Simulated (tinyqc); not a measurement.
Interband optics of a two-band s-p chain from momentum matrix elements: sweeps and comparisons. A value that a table varies takes the place of the one given here.

H(k) = [[Es - 2 ts cos ka, 2i V sin ka], [-2i V sin ka, Ep_ + 2 tp cos ka]] in the basis s, p; the lower band is full, with two electrons a cell. The velocity operator times hbar is W = dH/dk (eV angstrom); intra-atomic dipoles are left out.

With w(k) = |<c|W|v>|^2 and D(k) = Ec - Ev, on the mesh k_j = (j + 1/2)/N (2 pi/a): eps(E) = 1 + (8 pi e2/(a Ar)) mean_j (w/D^2) [1/(D - E - i eta) + 1/(D + E + i eta)], e2 = e^2/(4 pi eps0); light polarised along the chains, no local fields.

Constants: e^2/(4 pi eps0) = 14.39964547 eV angstrom; hbar^2/2m0 = 3.80998211 eV angstrom^2.

Inputs chosen for the exercise: a = 2.32 angstrom (period); Es = 2.38 eV (upper orbital (s)); Ep_ = -2.89 eV (lower orbital (p)); ts = 0.35 eV (s-s hopping); tp = 0.32 eV (p-p hopping); V = 0.59 eV (s-p hopping); Ar = 8 angstrom^2 (cross-section per chain); eta = 0.15 eV (Lorentzian half width); E = 2.89 eV (photon energy).

## Joint density of states against eps2

Mesh of 2000 points. J(E) = mean of (eta/pi)/((E - D)^2 + eta^2). The fourth column is J times the constant (8 pi^2 e2/(a Ar)) mean(w/D^2). R = |(sqrt(eps) - 1)/(sqrt(eps) + 1)|^2.

Spectrum:

| E (eV) | J (1/eV) | eps2 | eps2 with constant element | eps1 | R |
|---|---|---|---|---|---|
| 3.33 | 0.025 | 0.437 | 0.208 | 3.694 | 0.101 |
| 3.68 | 0.074 | 1.590 | 0.614 | 5.217 | 0.166 |
| 4.04 | 0.301 | 6.680 | 2.499 | 1.559 | 0.314 |
| 4.39 | 0.234 | 2.893 | 1.937 | -0.919 | 0.325 |
| 4.74 | 0.210 | 1.225 | 1.739 | -0.441 | 0.274 |
| 5.09 | 0.210 | 0.534 | 1.738 | 0.269 | 0.096 |
| 5.45 | 0.228 | 0.348 | 1.887 | 1.013 | 0.007 |
| 5.80 | 0.269 | 0.610 | 2.230 | 1.750 | 0.030 |
| 6.15 | 0.364 | 1.637 | 3.017 | 2.455 | 0.092 |
| 6.50 | 0.593 | 4.739 | 4.917 | 1.176 | 0.256 |
| 6.86 | 0.143 | 1.183 | 1.184 | -1.813 | 0.581 |
| 7.21 | 0.043 | 0.324 | 0.356 | -0.692 | 0.645 |

Transitions span 3.930 to 6.610 eV. Among the energies listed J peaks at 6.50 eV and eps2 at 4.04 eV. The ratio of eps2 to the constant-element value is 2.67 at 4.04 eV and 0.96 at 6.50 eV: w/D^2 is 0.485 angstrom^2 at the zone centre and 0.172 at the edge.

## Mesh against broadening

eps2 at E for three widths, and eps(0) at eta = 0; the last row is the mesh of 2000 points.

Convergence:

| N | eta = 0.03 eV | eta = 0.1 eV | eta = 0.3 eV | eps(0) |
|---|---|---|---|---|
| 4 | 0.011 | 0.035 | 0.104 | 1.7290 |
| 8 | 0.032 | 0.105 | 0.299 | 2.0854 |
| 16 | 0.035 | 0.116 | 0.328 | 2.0993 |
| 32 | 0.035 | 0.116 | 0.328 | 2.0993 |
| 64 | 0.035 | 0.116 | 0.328 | 2.0993 |
| 128 | 0.035 | 0.116 | 0.328 | 2.0993 |
| 2000 | 0.035 | 0.116 | 0.328 | 2.0993 |

The first N from which eps2 stays within 2 % of the last row is 16 for eta = 0.03, 16 for 0.1 and 16 for 0.3 eV; for eps(0) and 0.1 % it is 16. E lies outside the range of transitions, so eps2 is only the tail of the broadening and grows with eta.

## Static constant against the gap

Es takes the values listed; mesh of 400 points; the Penn-type estimate is 1 + 8 pi c e2 n_eff/(a Ar Dm^2) with Dm the f-weighted mean of D, f = w/(c D), n_eff = 2 mean(f), c = hbar^2/2m0.

Results:

| Es (eV) | smallest D (eV) | Dm (eV) | n_eff | eps(0) | estimate |
|---|---|---|---|---|---|
| 2.08 | 3.630 | 5.014 | 0.378 | 2.328 | 2.118 |
| 2.38 | 3.930 | 5.312 | 0.359 | 2.099 | 1.944 |
| 2.88 | 4.430 | 5.809 | 0.330 | 1.823 | 1.725 |
| 3.38 | 4.930 | 6.306 | 0.305 | 1.633 | 1.569 |
| 4.38 | 5.930 | 7.302 | 0.265 | 1.399 | 1.369 |
| 5.38 | 6.930 | 8.299 | 0.234 | 1.268 | 1.252 |
| 7.38 | 8.930 | 10.293 | 0.189 | 1.138 | 1.133 |

eps(0) - 1 falls from 1.328 to 0.138, as Dm^-3.15; a fixed n_eff would give the power -2, and n_eff goes from 0.378 to 0.189. The single-gap estimate is low by 15.8 % of eps(0) - 1 in the first row and 3.8 % in the last, since 1/D^2 favours the smallest separations. n_eff need not equal the 2 electrons of the cell: a two-orbital basis with chosen hoppings does not obey the free-electron sum rule.

## What moves the optical response

Mesh of 400 points; n_eff = 2 mean(w/(c D)), c = hbar^2/2m0. Each row changes one parameter from the base and keeps the others.

Results:

| case | smallest D (eV) | largest D (eV) | n_eff | eps(0) |
|---|---|---|---|---|
| base | 3.930 | 6.610 | 0.359 | 2.099 |
| a = 2.436 angstrom | 3.930 | 6.610 | 0.395 | 2.154 |
| Es = 2.68 eV | 4.230 | 6.910 | 0.341 | 1.921 |
| ts = 0.42 eV | 3.790 | 6.750 | 0.361 | 2.152 |
| V = 0.649 eV | 3.930 | 6.610 | 0.428 | 2.301 |
| Ar = 8.8 angstrom^2 | 3.930 | 6.610 | 0.359 | 1.999 |

The largest shifts from the base row, up to three for each result and ties (the steps differ in size, so this ranks the rows, not the parameters). smallest D (eV): Es +0.300, ts -0.140; unchanged at the printed digits by a, V and Ar. largest D (eV): Es +0.300, ts +0.140; unchanged at the printed digits by a, V and Ar. n_eff: V +0.069, a +0.037, Es -0.018; unchanged at the printed digits by Ar. eps(0): V +0.202, Es -0.179, Ar -0.100.

Computed by tinyqc, a small Python program: `OMP_NUM_THREADS=1 python tinyqc.py 1681980 1681981 out.jsonl` (the numbers bound the seed that draws the inputs); one thread of a shared host (Intel(R) Xeon(R) Processor @ 2.30GHz), about 0.01 s for the whole set of steps.
